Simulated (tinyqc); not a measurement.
# Contact resistivity and sheet resistance from two contact lengths

Question. Rc = [sqrt(rc Rsh)/Wc] coth(Lc/(2 LT)), LT = sqrt(rc/Rsh), Wc = 22 nm; the second contact is twice as long as the first. Find LT, rc and Rsh.

Rc for Lc = 18 and 36 nm (ohm): [376.759063, 276.469530]

Answer. With t = tanh(Lc/(2 LT)) for the shorter contact, the resistance of the longer over that of the shorter is (1 + t^2)/2. Then sqrt(rc Rsh) = Rc t Wc, and rc and Rsh follow by multiplying and dividing by LT.

LT = 10.8 nm
rc = 6.10e-10 ohm cm^2
Rsh = 527 ohm

Computed by the program tinyqc: `OMP_NUM_THREADS=1 python tinyqc.py 2170117 2170118 out.jsonl`, one thread of a shared Intel Xeon 2.30GHz, about 0.08 s for the whole run.
